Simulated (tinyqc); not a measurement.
What each parameter does: sp3s* tight binding with spin-orbit coupling.

sp3s* tight binding, nearest neighbours only: anion (a) at 0, cation (c) at a/4 (1,1,1), orbitals s, px, py, pz, s* on each; k in units of 2 pi/a. With phases e_j = exp(i (pi/2) k.n_j) for n = (1,1,1), (1,-1,-1), (-1,1,-1), (-1,-1,1): g0 = (e1+e2+e3+e4)/4, g1 = (e1+e2-e3-e4)/4, g2 = (e1-e2+e3-e4)/4, g3 = (e1-e2-e3+e4)/4. The diagonal holds the levels Esa, Epa, Exa (s*) and Esc, Epc, Exc. Anion-cation block: <sa|sc> = Vss g0; <sa|xc> = Vsapc g1; <xa|sc> = -Vscpa g1; <xa|xc> = Vxx g0; <xa|yc> = <ya|xc> = Vxy g3, <xa|zc> = <za|xc> = Vxy g2, <ya|zc> = <za|yc> = Vxy g1; <s*a|xc> = Vxapc g1; <xa|s*c> = -Vpaxc g1; y and z take g2 and g3 in place of g1; s-s* and s*-s* vanish.

Spin-orbit coupling acts within the p shell of each atom as (D/3) L.sigma, D = Da or Dc: it puts four states at Ep + D/3 and two at Ep - 2D/3.

Parameters, chosen for this exercise (near a published set for GaAs, fitted to gaps, whose masses and valley positions are rough; spin-orbit coupling, where it is added without a refit, lifts the valence top and shrinks all gaps by about a third of the splitting; shifted at random, so the results belong to these values and not to a real crystal):
```
symbol  value   unit  meaning
Esa     -8.347  eV    s level of the anion
Epa     1.042   eV    p level of the anion
Esc     -2.652  eV    s level of the cation
Epc     3.663   eV    p level of the cation
Exa     8.613   eV    s* level of the anion
Exc     6.755   eV    s* level of the cation
Vss     -6.433  eV    s-s
Vxx     1.957   eV    px-px
Vxy     5.091   eV    px-py
Vsapc   4.48    eV    s anion, p cation
Vscpa   5.794   eV    s cation, p anion
Vxapc   4.855   eV    s* anion, p cation
Vpaxc   4.819   eV    p anion, s* cation
Da      0.403   eV    atomic spin-orbit splitting, anion
Dc      0.173   eV    the same, cation
```

Gaps from the top of the valence band at Gamma; Delta is the minimum on (x,0,0), 0.5 <= x <= 1.

Results for these values:
```
case  Ev (eV)  gap Gamma (eV)  gap Delta (eV)  gap L (eV)
base   0.1143          1.4212          1.9077      1.5691
```

What happens to each result for Esc = -2.852 eV, all else kept?

Answer: Ev does not change at the printed digits; gap Gamma falls from 1.4212 to 1.2813; gap Delta does not change at the printed digits; gap L falls from 1.5691 to 1.4901.

The same for each parameter in turn:
```
case              Ev (eV)  gap Gamma (eV)  gap Delta (eV)  gap L (eV)
base               0.1143          1.4212          1.9077      1.5691
Vsapc = 4.28 eV    0.1143          1.4212          1.8088      1.5052
Esc = -2.852 eV    0.1143          1.2813          1.9077      1.4901
Vxx = 1.657 eV     0.3595          1.1761          1.6626      1.2821
Vss = -6.633 eV    0.1143          1.6045          1.9077      1.6179
Vscpa = 5.494 eV   0.1143          1.4212          1.9077      1.4677
Vxy = 4.791 eV     0.1143          1.4212          1.9077      1.6547
```

Vsapc, Vscpa and Vxy cannot move Ev or the gap at Gamma, whose blocks do not hold them; s parameters never move Ev, and move the gap only where the lowest empty level at Gamma is s-like.

(tinyqc, `OMP_NUM_THREADS=1 python tinyqc.py 1480475 1480476 out.jsonl`, Intel(R) Xeon(R) Processor @ 2.30GHz, 1 thread, shared host, about 0.1 s.)
